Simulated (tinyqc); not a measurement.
# Threshold-voltage variability of a planar MOSFET, analytic estimates: effect of the correlation length of the roughness

Three independent sources add in quadrature: random dopants in the depleted layer, metal-gate grains of two orientations, and roughness of the two gate edges acting through the roll-off VT = VT(long) - Vr exp(-L/l). These are first-order estimates: no three-dimensional electrostatics, no percolation.

ni = sqrt(Nc Nv) exp(-Eg/(2 Vt)), Eg in volts; Cox = 3.9 eps0/ti; Wd = sqrt(4 eps0 eps_r Vt ln(Na/ni)/(q Na)); dopants: s1 = (q/Cox) sqrt(Na Wd/(3 L W)). Grains: Ng = L W/G^2 (at least 1), s2 = dW sqrt(p (1 - p)/Ng). Edges, with exponential correlation and u = W/La: the mean gate length has sL^2 = 2 De^2 (2/u)[1 - (1 - exp(-u))/u]; s3 = sL (Vr/l) exp(-L/l). s = sqrt(s1^2 + s2^2 + s3^2). l and Vr are held fixed.

Values chosen for this exercise; material values close to those of silicon: temperature T = 293 K; band gap Eg = 1.1 eV; relative permittivity of the semiconductor eps_r = 11.8; conduction-band density of states at T Nc = 2.75e19 cm^-3; valence-band density of states at T Nv = 2.59e19 cm^-3; channel doping Na = 3.8e17 cm^-3; oxide-equivalent thickness in inversion ti = 1.9 nm; gate length L = 20 nm; gate width W = 52 nm; metal grain size G = 15 nm; work-function difference of the two grain orientations dW = 0.15 eV; share of the orientation of higher work function p = 0.6; rms roughness of one gate edge De = 1.1 nm; decay length of the threshold roll-off l = 5.5 nm; prefactor of the roll-off Vr = 2.1 V.

Constants: q = 1.602176634e-19 C, kB = 1.380649e-23 J/K, Vt = kB T/q, eps0 = 8.8541878128e-14 F/cm where lengths are in cm. Results are converted to the units shown.

The same in every row: s1 (mV) = 22.84; s2 (mV) = 34.18.

Result of one run:

| La (nm) | s3 (mV) | s (mV) | s sqrt(L W) (mV um) |
|---|---|---|---|
| 20 | 11.01 | 42.56 | 1.373 |

What becomes of these results when the correlation length of the roughness La is changed from 20 to 2 nm, all else the same?

Result of the changed run:

| La (nm) | s3 (mV) | s (mV) | s sqrt(L W) (mV um) |
|---|---|---|---|
| 2 | 4.256 | 41.33 | 1.333 |

The whole series:

| La (nm) | s3 (mV) | s (mV) | s sqrt(L W) (mV um) |
|---|---|---|---|
| 2 | 4.256 | 41.33 | 1.333 |
| 5 | 6.525 | 41.62 | 1.342 |
| 10 | 8.728 | 42.03 | 1.355 |
| 20 | 11.01 | 42.56 | 1.373 |
| 40 | 12.88 | 43.08 | 1.389 |
| 80 | 14.12 | 43.47 | 1.402 |
| 160 | 14.85 | 43.71 | 1.410 |

As La goes from 2 to 160 nm, s rises from 41.3 to 43.7 mV. The grains are the largest source in the first and the last row. The edge term s3 rises from 4.26 to 14.8 mV: a longer correlation averages out less along the width. In every row the depletion depth exceeds L, so source and drain share much of the charge and s1 is rough.

tinyqc, about 0.01 s, one thread, Intel Xeon 2.30GHz (shared host): `OMP_NUM_THREADS=1 python tinyqc.py 2090109 2090110 out.jsonl`
